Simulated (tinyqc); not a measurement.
Inside a calculation. Method: plane-wave Kohn-Sham cycle with exchange-only LDA in a layered model solid. One step of it, computed by the program tinyqc.

Task: Iteration 2: levels at that k. Diagonalise the Hermitian matrix.

H (hartree):
```
           -2         -1         +0         +1         +2
-2   2.252065  -0.258719   0.002301   0.000839   0.000089
-1  -0.258719   0.363748  -0.258719   0.002301   0.000839
+0   0.002301  -0.258719  -0.265691  -0.258719   0.002301
+1   0.000839   0.002301  -0.258719   0.363748  -0.258719
+2   0.000089   0.000839   0.002301  -0.258719   2.252065
```

Give: eigenvalues.

Result:

eigenvalues (hartree): -0.4373  0.3265  0.5020  2.2870  2.2879
